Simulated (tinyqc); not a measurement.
## Field from the level spacing

Problem. In a triangular well E_k = a_k (C F^2/mz1)^(1/3), a_1 = 2.338107, a_2 = 4.087949, C = hbar^2/(2 m0), F in eV/nm (1 MV/cm = 0.1 eV/nm). Find F, E_1, the mean distance 2 E_1/(3 F) of the lowest level and the sheet charge eps0 eps_r F/q behind such a field.

Inputs (values chosen for the exercise): relative permittivity eps_r = 16.2; mass along z of valley set A (1 valley(s)) mz1 = 1.61 m0.

Constants: q = 1.602176634e-19 C, hbar = 1.054571817e-34 J s, m0 = 9.1093837015e-31 kg, eps0 = 8.8541878128e-14 F/cm where lengths are in cm, hbar^2/(2 m0) = 0.0380998212 eV nm^2. Results are converted to the units shown.

spacing of the two lowest levels = 61.660944 meV

Solution. The spacing over a_2 - a_1 is the energy scale (C F^2/mz1)^(1/3), which gives F.

F = 0.4300 MV/cm
E_1 = 82.39 meV
mean distance = 1.277 nm
sheet charge over q = 3.850e12 cm^-2

Program tinyqc, `OMP_NUM_THREADS=1 python tinyqc.py 2160069 2160070 out.jsonl`; Intel Xeon 2.30GHz, shared host, one thread, about 1 s.
